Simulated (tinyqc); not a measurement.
Drifting, spreading and decaying minority pulse (Haynes-Shockley), Crank-Nicolson time steps: two steps of the calculation.

Low injection in a uniform field: dn/dt = D d2n/dx2 - v dn/dx - n/tau with D = mu Vt and v = mu F towards +x. Exact solution on an infinite bar for a Gaussian start at x0: n = N0 exp(-t/tau) exp(-(x - x0 - v t)^2/(2 s^2))/sqrt(2 pi s^2), s^2 = s0^2 + 2 D t.

Inputs (values chosen for the exercise); mobility close to that of indium phosphide at room temperature:
- T = 300 K (temperature)
- mu = 197 cm^2/(V s) (minority-carrier mobility)
- F = 9.3 V/cm (sweep field along the drift)
- hx = 23 um (mesh step)
- tau = 2.4e-5 s (lifetime)
- dt = 8.9e-7 s (time step)

Constants: q = 1.602176634e-19 C, kB = 1.380649e-23 J/K, Vt = kB T/q. Results are converted to the units shown.

Problem 1. Coefficients of the scheme. Exponentially fitted fluxes: d = F hx/Vt, B(d) = d/(exp(d) - 1), k = D dt/hx^2; (L n)_i = a n_(i-1) + b n_i + c n_(i+1) with a = k B(-d), c = k B(d), b = -a - c - dt/tau. Explicit steps keep n positive for dt up to 1/[(D/hx^2)(B(d) + B(-d)) + 1/tau].

Give: D; v; d; a; b; c; positivity limit of dt.

Solution 1.

D = 5.093 cm^2/s
v = 1832 cm/s
d = 0.8274
a = 1.260
b = -1.847
c = 0.5507
positivity limit of dt = 4.818e-7 s

Problem 2. Densities after a time step. (L n)_i = a n_(i-1) + b n_i + c n_(i+1), n = 0 beyond the ends. Crank-Nicolson step: solve n(new) - L n(new)/2 = n + L n/2.

a = 1.2596346
b = -1.8474094
c = 0.55069151
n at t = 0, node 1 to 10 (in units of 1e13 cm^-3): 0.1360542  0.9623844  3.1126524  4.6031802  3.1126524  0.9623844  0.1360542  0.0087947  0.0002599  0.0000035

Find: n at t = 1 dt.

Solution 2.

n at t = 1 dt, node 1 to 10 (in units of 1e13 cm^-3): 0.267  0.868  1.760  2.646  2.949  2.200  1.103  0.428  0.150  0.049

Numbers from tinyqc (`OMP_NUM_THREADS=1 python tinyqc.py 2310040 2310041 out.jsonl`; about 0.01 s on one thread of a shared Intel Xeon 2.30GHz).
